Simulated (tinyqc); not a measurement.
# Electron mobility of a polar semiconductor by Rode's iterative solution of the Boltzmann equation, step by step

A worked calculation. Computed by tinyqc, a small Python program that keeps every step. Command: `OMP_NUM_THREADS=1 python tinyqc.py 3007849 3007850 out.jsonl rode walk`. One thread of a shared host (Intel(R) Xeon(R) Processor @ 2.30GHz), about 0.01 s of CPU time with the checks. Intermediate numbers are printed to about 5 digits and carried at full precision; extremes and crossings named in words are read from the listed rows.

The distribution is f(E) + e F l(E) (-df/dE) cos(theta) for a weak field F, theta counted from the force; l(E) is a mean free path. Elastic processes enter by their momentum rate, polar optical phonons by out- and in-scattering terms. One valley only: where upper valleys lie close, measured mobilities are lower. The density n is prescribed, even where a narrow-gap material would have more intrinsic carriers.

Inputs (values chosen for the exercise, for a model polar semiconductor):
```
quantity,value,unit
effective mass m,0.11,m_0
static permittivity eps_s,10.9,-
high-frequency permittivity eps_inf,9.46,-
density rho,5580,kg/m^3
sound velocity v_l,7100,m/s
acoustic deformation potential D_A,5.7,eV
optical phonon energy hbar w,26.3,meV
piezoelectric coupling K,0.02,-
electron density n,4.2e+14,1/cm^3
compensation ratio C,0.26,-
temperature T,300,K
grid points per phonon energy s,6,-
iteration cap,200,-
```

Band: parabolic. Elastic processes: acoustic, piezoelectric, impurity.

Constants: k_B = 8.617333262e-05 eV/K; m_0 = 9.1093837015e-31 kg; e = 1.602176634e-19 C; hbar = 1.054571817e-34 J s; eps_0 = 8.8541878128e-12 F/m; k_B = 1.380649e-23 J/K; hbar = 6.582119569e-16 eV s.

## Fermi level and screening

Parabolic band: E = hbar^2 k^2/(2 m), speed v = hbar k/m, states per spin, volume and energy g(E) = m k/(2 pi^2 hbar^2). Masses are multiplied by m_0 and all formulas are in SI units. The reduced Fermi level eta = E_F/(k_B T) solves n = 2 Z int g f dE with f = 1/(1 + exp(x - eta)) (Z = 1 unless valleys are given); screening length L_s = sqrt(eps_s eps_0 k_B T/(e^2 dn/deta)), dn/deta = 2 Z int g f (1 - f) dE. Integrals over x = E/(k_B T) use 160 Gauss-Legendre points in u = sqrt(x) from 0 to sqrt(max(eta, 0) + 32). N_I = n (1 + C)/(1 - C).

reduced Fermi level eta = -7.6868

screening length L_s = 192.57 nm

ionised impurity density N_I = 7.1514e+14 1/cm^3

## Rates on one ladder of the grid

Phonon occupation N_q = 1/(exp(hbar w/(k_B T)) - 1). Acoustic deformation potential (elastic, equipartition, absorption and emission together): 1/tau = 2 pi k_B T D_A^2 g(E)/(hbar rho v_l^2). Piezoelectric (elastic, unscreened, momentum relaxation): 1/tau = e^2 K^2 k_B T m (1 + 2 alpha E)/(2 pi eps_s eps_0 hbar^3 k), with alpha = 0 for a parabolic band. Singly charged impurities, momentum relaxation: 1/tau = N_I e^4 m (1 + 2 alpha E) Phi/(8 pi (eps_s eps_0)^2 hbar^3 k^3), with alpha = 0 for a parabolic band. Brooks-Herring: Phi = ln(1 + b) - b/(1 + b), b = 4 k^2 L_s^2. Polar optical, unscreened: W = e^2 w (1/eps_inf - 1/eps_s) m (1 + 2 alpha E') ln|(k + k')/(k - k')| / (4 pi eps_0 hbar^2 k), times N_q for absorption (E' = E + hbar w) and N_q + 1 for emission (E' = E - hbar w > 0), with alpha = 0 for a parabolic band; mean cosine of the angle <cos> = (k^2 + k'^2)/(2 k k') - 1/ln|(k + k')/(k - k')|. Energy grid E_j = (j + 1/2) hbar w/s, j = 0, 1, ..., up to (max(eta, 0) + 18) k_B T, so that E_j +/- hbar w are grid points; l = 0 beyond the grid; integrals are sums times the spacing. With f' = f(E'): out-scattering S_o = sum over absorption and emission of W (1 - f')/(1 - f); nu = sum of elastic rates; the in-scattering weights are c+ = W_abs <cos> (1 - f')/(1 - f) for E' = E + hbar w and c- likewise for emission.

Points j = s/2, s/2 + s, ... (the first seven rungs, or as many as the grid holds), rates in 1e12/s:
```
E (meV),v (m/s),nu,S_o,c+,c-
15.34,2.2150e+05,0.24249,4.396,1.8338,0.0000
41.64,3.6492e+05,0.16935,11.367,2.2146,3.0775
67.94,4.6612e+05,0.17982,12.353,2.2830,4.7948
94.24,5.4897e+05,0.19734,12.240,2.2801,5.3611
120.54,6.2087e+05,0.21544,11.942,2.2542,5.5759
146.84,6.8526e+05,0.23293,11.617,2.2205,5.6489
173.14,7.4410e+05,0.24958,11.303,2.1844,5.6557
```

Points one phonon energy apart are coupled only to each other, so the grid falls into s independent ladders.

## The first two iterations on one ladder of the grid

Iteration: l_new(E) = [v(E) + c+ l(E + hbar w) + c- l(E - hbar w)]/(nu + S_o), from l = 0.

l after iteration 1 (nm): [47.751, 31.633, 37.192, 44.140, 51.069, 57.830, 64.409]

l after iteration 2 (all rungs but the last shown) (nm): [60.257, 51.511, 57.335, 69.535, 82.037, 94.245]

In-scattering lengthens l on the lowest rung by 26.2 % and on the second by 62.8 % in this step.

## The whole iteration

mu = e sum g v l f (1 - f) / (3 k_B T sum g f) over the grid; stop when mu changes by less than 1e-8 of itself.

Course of the iteration:
```
iteration,mu (cm^2/(V s)),relative change
1,1692.9,1.0000e+00
2,2480.7,3.1758e-01
3,2899.9,1.4457e-01
4,3112.4,6.8275e-02
5,3228.0,3.5829e-02
6,3288.7,1.8432e-02
7,3322.2,1.0085e-02
...,...,...
27,3362.7,1.3790e-07
28,3362.7,8.1236e-08
29,3362.7,4.8472e-08
30,3362.7,2.8701e-08
31,3362.7,1.7191e-08
32,3362.7,1.0227e-08
33,3362.7,6.1475e-09
```

mobility mu = 3362.7 cm^2/(V s)

iterations = 33

Converged in 33 iterations; mu rises at every step, from 1693 to 3363, since each step returns more of the forward-scattered current.

## Approximations against the iterative solution

Self-energy RTA: l = v/(nu + S_o), the first iteration. Momentum RTA: l = v/(nu + S_o - c+ v(E + hbar w)/v - c- v(E - hbar w)/v), listed only where the denominator is positive on the whole grid. The polar-only value solves the same system with nu = 0; the elastic value takes l = v/nu.

Mobilities:
```
method,mu (cm^2/(V s)),deviation (%)
iterative solution,3363,0.0
self-energy RTA,1693,-49.7
momentum RTA,3900,16.0
"polar phonons alone, exact",3541,5.3
elastic processes alone,83074,2370.5
Matthiessen's rule on the last two,3396,1.0
```

self-energy RTA mobility = 1692.9 cm^2/(V s)

polar-phonon mobility = 3541.2 cm^2/(V s)

elastic mobility = 83074 cm^2/(V s)

error of the self-energy RTA = -49.657 %

The self-energy RTA is 49.7 % low: it counts every polar event as a full loss of current, though forward events keep part of it. Here hbar w/k_B T = 1.02. Matthiessen's rule is 1.0 % high. The momentum RTA deviates by +16.0 %.

Checks made by the program: iterated mobility against a direct solution of the banded linear system (relative difference 9e-09).
